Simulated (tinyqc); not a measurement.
From one set of inputs to another, one input at a time: leakage through a gate insulator: direct, Fowler-Nordheim, trap-assisted and Poole-Frenkel currents. Computed by tinyqc, a small Python program. Command: `OMP_NUM_THREADS=1 python tinyqc.py 3015170 3015171 out.jsonl oxideleak ladder`. One thread of a shared host (Intel(R) Xeon(R) Processor @ 2.30GHz), about 0.02 s of CPU time with the checks.

Electrons enter from the cathode Fermi level at x = 0; the conduction band of the insulator lies phi_b - e F x above it, F = V/t. WKB exponents use a parabolic band with mass m.

The inputs printed are set A. Inputs not listed in the table keep their values of set A, so the rows need not describe a real material.

Inputs (values chosen for the exercise, with an insulator like SiO2):
```
quantity                        value   unit
thickness t                       1.8     nm
barrier phi_b                    2.97     eV
tunnelling mass m                0.43    m_0
static constant eps_ox              4      -
optical constant eps_opt         2.14      -
voltage across the insulator V    1.2      V
trap depth phi_t                  2.2     eV
trap density N_t                3e+18  cm^-3
attempt rate nu_0               3e+13    1/s
activation of capture E_a       0.082     eV
temperature T                     450      K
```

Constants: hbar^2/(2 m_0) = 3.80998212 eV angstrom^2; e = 1.602176634e-19 C; hbar = 1.054571817e-34 J s; k_B = 8.617333262e-05 eV/K; eps_0 = 8.8541878128e-12 F/m.

Method:
- For a level a distance phi(x) below the band, the WKB exponent is 2 int kappa dx with kappa = sqrt(m phi/(hbar^2/2m_0)); for a linear barrier from phi_1 down to phi_2 = max(phi_1 - e F d, 0) it is G = (4/3) sqrt(m/(hbar^2/2m_0)) (phi_1^(3/2) - phi_2^(3/2))/(e F).
- J_tun = e^3 F^2/(16 pi^2 hbar m phi_b) x exp(-G) / [1 - sqrt(phi_2/phi_b)]^2 with the free-electron mass in the cathode (m in m_0), phi_2 = max(phi_b - e V, 0): direct tunnelling for e V < phi_b, Fowler-Nordheim above. Image forces, back-flow and the limit on supply are left out, so J_tun is overstated below about 0.5 V.
- Equivalent oxide thickness = 3.9 t/eps_ox.
- A trap at depth x lies phi_t below the band. Capture: tunnel at the cathode Fermi level from 0 to x (G_in from phi_1 = phi_b), rate nu_0 exp(-G_in - E_c/k_B T) with E_c = E_a + max(phi_b - phi_t - e F x, 0), the last term being the height of the trap above the cathode Fermi level. Emission: tunnel from the trap level to the anode (G_out from phi_1 = phi_t over t - x), rate nu_0 exp(-G_out - E_a/k_B T). Re-emission to the cathode follows from detailed balance, rate_back = rate_in exp(dE/k_B T) with dE = phi_b - phi_t - e F x. Each trap passes R = rate_in rate_out/(rate_in + rate_back + rate_out) electrons per second; filling from the anode is left out.
- J_TAT = e N_t int_0^t R dx by the midpoint rule on 400 intervals; the most effective depth is the midpoint with the largest R, rounded to 0.01 nm.
- Poole-Frenkel emission over the lowered barrier of a charged trap: lowering sqrt(e F/(pi eps_opt eps_0)); J_PF = e N_t^(2/3) nu_0 exp(-(phi_t - lowering)/k_B T), one sheet of traps emitting with supply unlimited (an upper bound).
- J = J_tun + J_TAT (the Poole-Frenkel bound is not added); the ratio J/J_tun is the excess that stress-made traps add.

Each row keeps all changes above it:
```
input moved                          from       to  trap-assisted current J_TAT (A/cm^2)  Poole-Frenkel bound J_PF (A/cm^2)  total current J (A/cm^2)
set A                                   -        -                             1.517e-01                          2.307e-03                 9.053e+00
thickness t (nm)                      1.8      7.1                             3.689e-14                          8.217e-11                 3.689e-14
activation of capture E_a (eV)      0.082     0.33                             6.158e-17                          8.217e-11                 6.158e-17
voltage across the insulator V (V)    1.2      1.6                             1.353e-14                          1.211e-09                 1.353e-14
trap depth phi_t (eV)                 2.2      1.1                             1.780e-24                          2.528e+03                 2.888e-23
barrier phi_b (eV)                   2.97     2.09                             3.791e-13                          2.528e+03                 3.793e-13
trap density N_t (cm^-3)            3e+18  3.1e+17                             3.917e-14                          5.566e+02                 3.942e-14
```

Which inputs carry the difference?

Trap-assisted current J_TAT goes from 0.152 to 3.92e-14, a factor 2.58e-13 in all. The largest single move comes from thickness t (a factor 2.43e-13), and barrier phi_b works against it (a factor 2.13e11). Poole-Frenkel bound J_PF goes from 0.00231 to 557, a factor 241000 in all. The largest single move comes from trap depth phi_t (a factor 2.09e12), and thickness t works against it (a factor 3.56e-8). Total current J goes from 9.05 to 3.94e-14, a factor 4.35e-15 in all. The largest single move comes from thickness t (a factor 4.08e-15), and barrier phi_b works against it (a factor 1.31e10). The single moves hold for this order of the switches; the total does not depend on the order.

Caution (rows set A, thickness t, activation of capture E_a, trap density N_t): the film is too thin for the Poole-Frenkel picture (the lowering is a large part of the whole drop, or the traps are further apart than the film is thick), so J_PF is only nominal. Caution (rows activation of capture E_a, trap depth phi_t): a current below about 1e-15 A/cm^2 is not measurable.

Extremes, crossings and ranges named in words are read from the listed rows.
